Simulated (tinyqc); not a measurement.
Inside a calculation. Method: UHF in the 3-21g basis, for H3-, spin multiplicity 1. The basis has no diffuse functions, so it cannot describe the extra electron: this is an exercise in the method, not the real anion. One step of it, computed by the program tinyqc.

Question. Iteration 2: building the Fock matrix. J_ij = sum D_kl (ij|kl) with D = D(alpha) + D(beta), K_ij = sum D_kl (ik|jl) for each spin; F = H + J - K(s); E = tr D H + tr D J / 2 - 0.5 sum_s tr D(s) K(s) + E_nn.

D(alpha) after iteration 1, order 1H 1s, 1H 2s, 2H 1s, 2H 2s, 3H 1s, 3H 2s:
$$\begin{pmatrix}
0.108396 & 0.234916 & 0.054644 & 0.036996 & -0.000114 & -0.113044 \\
0.234916 & 0.729869 & 0.133678 & 0.094772 & -0.152347 & -0.663475 \\
0.054644 & 0.133678 & 0.029444 & 0.024069 & -0.005271 & -0.080448 \\
0.036996 & 0.094772 & 0.024069 & 0.044375 & 0.026110 & -0.014909 \\
-0.000114 & -0.152347 & -0.005271 & 0.026110 & 0.147433 & 0.347838 \\
-0.113044 & -0.663475 & -0.080448 & -0.014909 & 0.347838 & 1.013866
\end{pmatrix}$$

D(beta) after iteration 1, order 1H 1s, 1H 2s, 2H 1s, 2H 2s, 3H 1s, 3H 2s:
$$\begin{pmatrix}
0.108396 & 0.234916 & -0.000114 & -0.113044 & 0.054644 & 0.036996 \\
0.234916 & 0.729869 & -0.152347 & -0.663475 & 0.133678 & 0.094772 \\
-0.000114 & -0.152347 & 0.147433 & 0.347838 & -0.005271 & 0.026110 \\
-0.113044 & -0.663475 & 0.347838 & 1.013866 & -0.080448 & -0.014909 \\
0.054644 & 0.133678 & -0.005271 & -0.080448 & 0.029444 & 0.024069 \\
0.036996 & 0.094772 & 0.026110 & -0.014909 & 0.024069 & 0.044375
\end{pmatrix}$$

core Hamiltonian H = T + V (hartree), order 1H 1s, 1H 2s, 2H 1s, 2H 2s, 3H 1s, 3H 2s:
$$\begin{pmatrix}
-1.182088 & -1.139335 & -0.426124 & -0.684091 & -0.426124 & -0.684091 \\
-1.139335 & -1.327753 & -0.629361 & -0.938339 & -0.629361 & -0.938339 \\
-0.426124 & -0.629361 & -0.929512 & -0.977649 & -0.008456 & -0.140498 \\
-0.684091 & -0.938339 & -0.977649 & -1.120517 & -0.140498 & -0.379003 \\
-0.426124 & -0.629361 & -0.008456 & -0.140498 & -0.929512 & -0.977649 \\
-0.684091 & -0.938339 & -0.140498 & -0.379003 & -0.977649 & -1.120517
\end{pmatrix}$$

Two-electron integrals (ij|kl) in chemists' order, unique and non-zero (hartree):
```
(11|11) 1.140145   (21|11) 0.611403   (21|21) 0.345152   (22|11) 0.626370
(22|21) 0.380329   (22|22) 0.482957   (31|11) 0.143285   (31|21) 0.083715
(31|22) 0.097128   (31|31) 0.030573   (32|11) 0.205815   (32|21) 0.127813
(32|22) 0.168644   (32|31) 0.051263   (32|32) 0.105012   (33|11) 0.501481
(33|21) 0.319112   (33|22) 0.444399   (33|31) 0.143285   (33|32) 0.328407
(33|33) 1.140145   (41|11) 0.328407   (41|21) 0.186638   (41|22) 0.207985
(41|31) 0.051263   (41|32) 0.080310   (41|33) 0.205815   (41|41) 0.105012
(42|11) 0.397267   (42|21) 0.243850   (42|22) 0.318306   (42|31) 0.074504
(42|32) 0.141437   (42|33) 0.397267   (42|41) 0.141437   (42|42) 0.235756
(43|11) 0.319112   (43|21) 0.201732   (43|22) 0.279252   (43|31) 0.083715
(43|32) 0.186638   (43|33) 0.611403   (43|41) 0.127813   (43|42) 0.243850
(43|43) 0.345152   (44|11) 0.444399   (44|21) 0.279252   (44|22) 0.388634
(44|31) 0.097128   (44|32) 0.207985   (44|33) 0.626370   (44|41) 0.168644
(44|42) 0.318306   (44|43) 0.380329   (44|44) 0.482957   (51|11) 0.143285
(51|21) 0.083715   (51|22) 0.097128   (51|31) 0.015100   (51|32) 0.023543
(51|33) 0.058318   (51|41) 0.040576   (51|42) 0.053390   (51|43) 0.037638
(51|44) 0.057005   (51|51) 0.030573   (52|11) 0.205815   (52|21) 0.127813
(52|22) 0.168644   (52|31) 0.023543   (52|32) 0.039092   (52|33) 0.098978
(52|41) 0.061806   (52|42) 0.090108   (52|43) 0.063915   (52|44) 0.098185
(52|51) 0.051263   (52|52) 0.105012   (53|11) 0.001383   (53|21) 0.000759
(53|22) 0.000796   (53|31) 0.000180   (53|32) 0.000263   (53|33) 0.000646
(53|41) 0.000408   (53|42) 0.000506   (53|43) 0.000410   (53|44) 0.000570
(53|51) 0.000180   (53|52) 0.000263   (53|53) 1.70e-06   (54|11) 0.040796
(54|21) 0.024741   (54|22) 0.030956   (54|31) 0.004593   (54|32) 0.007431
(54|33) 0.018639   (54|41) 0.012061   (54|42) 0.016904   (54|43) 0.012029
(54|44) 0.018323   (54|51) 0.009250   (54|52) 0.017346   (54|53) 0.000052
(54|54) 0.002989   (55|11) 0.501481   (55|21) 0.319112   (55|22) 0.444399
(55|31) 0.058318   (55|32) 0.098978   (55|33) 0.252711   (55|41) 0.152721
(55|42) 0.230692   (55|43) 0.163225   (55|44) 0.252215   (55|51) 0.143285
(55|52) 0.328407   (55|53) 0.000646   (55|54) 0.051218   (55|55) 1.140145
(61|11) 0.328407   (61|21) 0.186638   (61|22) 0.207985   (61|31) 0.040576
(61|32) 0.061806   (61|33) 0.152721   (61|41) 0.097223   (61|42) 0.126322
(61|43) 0.097630   (61|44) 0.140505   (61|51) 0.051263   (61|52) 0.080310
(61|53) 0.000408   (61|54) 0.015250   (61|55) 0.205815   (61|61) 0.105012
(62|11) 0.397267   (62|21) 0.243850   (62|22) 0.318306   (62|31) 0.053390
(62|32) 0.090108   (62|33) 0.230692   (62|41) 0.126322   (62|42) 0.189712
(62|43) 0.147681   (62|44) 0.218367   (62|51) 0.074504   (62|52) 0.141437
(62|53) 0.000506   (62|54) 0.024677   (62|55) 0.397267   (62|61) 0.141437
(62|62) 0.235756   (63|11) 0.040796   (63|21) 0.024741   (63|22) 0.030956
(63|31) 0.009250   (63|32) 0.017346   (63|33) 0.051218   (63|41) 0.015250
(63|42) 0.024677   (63|43) 0.029654   (63|44) 0.034123   (63|51) 0.004593
(63|52) 0.007431   (63|53) 0.000052   (63|54) 0.001428   (63|55) 0.018639
(63|61) 0.012061   (63|62) 0.016904   (63|63) 0.002989   (64|11) 0.149259
(64|21) 0.090629   (64|22) 0.115085   (64|31) 0.023145   (64|32) 0.040186
(64|33) 0.105897   (64|41) 0.049561   (64|42) 0.075850   (64|43) 0.066544
(64|44) 0.092608   (64|51) 0.023145   (64|52) 0.040186   (64|53) 0.000190
(64|54) 0.007377   (64|55) 0.105897   (64|61) 0.049561   (64|62) 0.075850
(64|63) 0.007377   (64|64) 0.027424   (65|11) 0.319112   (65|21) 0.201732
(65|22) 0.279252   (65|31) 0.037638   (65|32) 0.063915   (65|33) 0.163225
(65|41) 0.097630   (65|42) 0.147681   (65|43) 0.105421   (65|44) 0.162641
(65|51) 0.083715   (65|52) 0.186638   (65|53) 0.000410   (65|54) 0.029654
(65|55) 0.611403   (65|61) 0.127813   (65|62) 0.243850   (65|63) 0.012029
(65|64) 0.066544   (65|65) 0.345152   (66|11) 0.444399   (66|21) 0.279252
(66|22) 0.388634   (66|31) 0.057005   (66|32) 0.098185   (66|33) 0.252215
(66|41) 0.140505   (66|42) 0.218367   (66|43) 0.162641   (66|44) 0.248513
(66|51) 0.097128   (66|52) 0.207985   (66|53) 0.000570   (66|54) 0.034123
(66|55) 0.626370   (66|61) 0.168644   (66|62) 0.318306   (66|63) 0.018323
(66|64) 0.092608   (66|65) 0.380329   (66|66) 0.482957
```

nuclear repulsion = 1.26355590 hartree

Give: Coulomb J; exchange K(alpha); exchange K(beta); F(alpha); F(beta); total energy of this density.

Answer.

Coulomb J (hartree), order 1H 1s, 1H 2s, 2H 1s, 2H 2s, 3H 1s, 3H 2s:
$$\begin{pmatrix}
2.323 & 1.403 & 0.380 & 0.772 & 0.380 & 0.772 \\
1.403 & 1.801 & 0.710 & 1.222 & 0.710 & 1.222 \\
0.380 & 0.710 & 2.033 & 1.229 & 0.003 & 0.124 \\
0.772 & 1.222 & 1.229 & 1.596 & 0.124 & 0.429 \\
0.380 & 0.710 & 0.003 & 0.124 & 2.033 & 1.229 \\
0.772 & 1.222 & 0.124 & 0.429 & 1.229 & 1.596
\end{pmatrix}$$

exchange K(alpha) (hartree), order 1H 1s, 1H 2s, 2H 1s, 2H 2s, 3H 1s, 3H 2s:
$$\begin{pmatrix}
0.560 & 0.488 & 0.242 & 0.354 & 0.158 & 0.271 \\
0.488 & 0.535 & 0.267 & 0.376 & 0.310 & 0.394 \\
0.242 & 0.267 & 0.296 & 0.296 & 0.007 & 0.077 \\
0.354 & 0.376 & 0.296 & 0.356 & 0.063 & 0.156 \\
0.158 & 0.310 & 0.007 & 0.063 & 0.687 & 0.555 \\
0.271 & 0.394 & 0.077 & 0.156 & 0.555 & 0.543
\end{pmatrix}$$

exchange K(beta) (hartree), order 1H 1s, 1H 2s, 2H 1s, 2H 2s, 3H 1s, 3H 2s:
$$\begin{pmatrix}
0.560 & 0.488 & 0.158 & 0.271 & 0.242 & 0.354 \\
0.488 & 0.535 & 0.310 & 0.394 & 0.267 & 0.376 \\
0.158 & 0.310 & 0.687 & 0.555 & 0.007 & 0.063 \\
0.271 & 0.394 & 0.555 & 0.543 & 0.077 & 0.156 \\
0.242 & 0.267 & 0.007 & 0.077 & 0.296 & 0.296 \\
0.354 & 0.376 & 0.063 & 0.156 & 0.296 & 0.356
\end{pmatrix}$$

F(alpha) (hartree), order 1H 1s, 1H 2s, 2H 1s, 2H 2s, 3H 1s, 3H 2s:
$$\begin{pmatrix}
0.581 & -0.225 & -0.288 & -0.266 & -0.204 & -0.184 \\
-0.225 & -0.061 & -0.186 & -0.092 & -0.230 & -0.111 \\
-0.288 & -0.186 & 0.807 & -0.044 & -0.012 & -0.093 \\
-0.266 & -0.092 & -0.044 & 0.120 & -0.079 & -0.106 \\
-0.204 & -0.230 & -0.012 & -0.079 & 0.417 & -0.304 \\
-0.184 & -0.111 & -0.093 & -0.106 & -0.304 & -0.068
\end{pmatrix}$$

F(beta) (hartree), order 1H 1s, 1H 2s, 2H 1s, 2H 2s, 3H 1s, 3H 2s:
$$\begin{pmatrix}
0.581 & -0.225 & -0.204 & -0.184 & -0.288 & -0.266 \\
-0.225 & -0.061 & -0.230 & -0.111 & -0.186 & -0.092 \\
-0.204 & -0.230 & 0.417 & -0.304 & -0.012 & -0.079 \\
-0.184 & -0.111 & -0.304 & -0.068 & -0.093 & -0.106 \\
-0.288 & -0.186 & -0.012 & -0.093 & 0.807 & -0.044 \\
-0.266 & -0.092 & -0.079 & -0.106 & -0.044 & 0.120
\end{pmatrix}$$

total energy of this density = -1.39607 hartree

This density is a damped mixture and is not idempotent.
